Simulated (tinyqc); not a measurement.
Thin film between two gates, subbands and threshold shift from confinement: one step of the calculation.

Undoped body with a flat potential across it, hard walls, transport along x. Three valley pairs (g = 2 each) with the longitudinal mass along x, y or z. Non-parabolicity enters the subband edges through E (1 + al E) = gamma, so E = 2 gamma/(1 + sqrt(1 + 4 al gamma)); motion within a subband is taken as parabolic with the band-edge mass. Energies are counted from the bulk band edge.

Problem. Threshold shift. Each subband has N_k = g sqrt(mx my) m0 kB T/(pi hbar^2); without degeneracy n = exp(EF/Vt) sum N_k exp(-E_k/Vt). Classical value Nc times t, Nc = sum over valleys of 2 g (m m0 kB T/(2 pi hbar^2))^1.5 with m = (mx my mz)^(1/3). Threshold shift dVT = Vt ln(classical value/sum N_k exp(-E_k/Vt)). Use the subbands listed.

Parameters, values chosen for the exercise; masses close to those of silicon:
```
symbol  value  unit                   meaning
T         300     K               temperature
ml      0.916    m0         longitudinal mass
mt      0.189    m0           transverse mass
t         8.1    nm  film thickness (along z)
```

Constants: q = 1.602176634e-19 C, kB = 1.380649e-23 J/K, hbar = 1.054571817e-34 J s, m0 = 9.1093837015e-31 kg, Vt = kB T/q. Results are converted to the units shown.

| subband | E_k (eV) | N_k (cm^-2) |
|---|---|---|
| z1 | 0.0062374179 | 4.0820953e12 |
| z2 | 0.024721896 | 4.0820953e12 |
| x1 | 0.029877958 | 8.9866944e12 |
| y1 | 0.029877958 | 8.9866944e12 |
| z3 | 0.054809779 | 4.0820953e12 |
| z4 | 0.095545461 | 4.0820953e12 |

Wanted: shares; sum N_k exp(-E_k/Vt); Nc; classical value; dVT.

Solution.

| subband | shares (%) |
|---|---|
| z1 | 29.087 |
| z2 | 14.229 |
| x1 | 25.661 |
| y1 | 25.661 |
| z3 | 4.443 |
| z4 | 0.919 |

sum N_k exp(-E_k/Vt) = 1.1026e13 cm^-2
Nc = 2.7235e19 cm^-3
classical value = 2.2061e13 cm^-2
dVT = 17.930 mV

Computed by the program tinyqc: `OMP_NUM_THREADS=1 python tinyqc.py 2350124 2350125 out.jsonl`, one thread of a shared Intel Xeon 2.30GHz, about 0.06 s for the whole run.
